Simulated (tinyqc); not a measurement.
# Changing the Poisson ratio nu

Model: straight dislocations in isotropic elasticity: fields, energies, partials, Peierls stress and walls. Computed by tinyqc, a small Python program. Command: `OMP_NUM_THREADS=1 python tinyqc.py 3007975 3007976 out.jsonl disloc sweep`. One thread of a shared host (Intel(R) Xeon(R) Processor @ 2.30GHz), about 0.01 s of CPU time with the checks.

The line runs along z, the glide plane is y = 0, and beta is the angle between b and the line (0 screw, 90 degrees edge): b_e = b sin(beta) along +x with the extra half plane at y > 0, b_s = b cos(beta). Stress is positive in tension.

Inputs (values chosen for the exercise, modelled on aluminium):

| quantity | value | unit |
|---|---|---|
| shear modulus G | 26.7 | GPa |
| Burgers vector b | 2.863 | angstrom |
| stacking-fault energy gamma | 172 | mJ/m^2 |
| dislocation density rho | 7.3e+13 | 1/m^2 |
| core radius r0/b | 1.5 | - |
| unstable fault energy gamma_us | 135 | mJ/m^2 |

Character: 30-degree.

Constants: 1 eV/angstrom^3 = 160.2176634 GPa.

Method:
- Energy factor K = G [cos^2(beta) + sin^2(beta)/(1 - nu)].
- E = K b^2/(4 pi) ln(R/r0) with R = 1/(2 sqrt(rho)); tension T = E + d^2E/d(beta)^2 = G b^2 [1 + nu - 3 nu sin^2(beta)]/(4 pi (1 - nu)) ln(R/r0). The core energy is taken into r0.
- Shockley partials have b_p = b/sqrt(3) at the angles beta -/+ 30 degrees; their repulsion balances the fault at d = G b_p^2/(8 pi gamma) (2 - nu)/(1 - nu) [1 - 2 nu cos(2 beta)/(2 - nu)].
- Misfit energy gamma(u) = (gamma_us/2)(1 - cos(2 pi u/b)), so the largest restoring stress is tau_max = pi gamma_us/b; u(x) = b/2 + (b/pi) arctan(x/zeta), zeta = K b/(4 pi tau_max). Summing the misfit energy over atomic rows a' apart gives, for a wide core, W_P = (K b^2/pi) exp(-2 pi zeta/a') and sigma_P = (K b/a') exp(-2 pi zeta/a'); a' = b/2 for edge and 30-degree lines, b sqrt(3)/2 for screw and 60-degree lines.

One run for each value:

| Poisson ratio nu | line energy E (eV/nm) | line tension T (eV/nm) | splitting width d (nm) | Peierls stress sigma_P (MPa) |
|---|---|---|---|---|
| 0.12 | 5.524 | 6.25 | 0.3375 | 4.442e-04 |
| 0.17 | 5.616 | 6.71 | 0.3375 | 3.317e-04 |
| 0.21 | 5.697 | 7.12 | 0.3375 | 2.556e-04 |
| 0.26 | 5.812 | 7.69 | 0.3375 | 1.774e-04 |
| 0.31 | 5.942 | 8.34 | 0.3375 | 1.167e-04 |
| 0.36 | 6.094 | 9.10 | 0.3375 | 7.182e-05 |
| 0.40 | 6.233 | 9.79 | 0.3375 | 4.594e-05 |
| 0.45 | 6.435 | 10.81 | 0.3375 | 2.396e-05 |

Over the rows, line energy E (eV/nm) rises from 5.52 to 6.43 (exponent d ln y / d ln x 0.047 between the first rows and 0.27 between the last); line tension T (eV/nm) rises from 6.25 to 10.8 (exponent d ln y / d ln x 0.20 between the first rows and 0.83 between the last); splitting width d (nm) does not change.

Caution (all rows): a splitting under two Burgers vectors is within the cores, where the elastic formula fails. Caution (all rows): so small a Peierls stress means only that the model finds negligible lattice resistance; its value is not a prediction.

Extremes, crossings and ranges named in words are read from the listed rows.
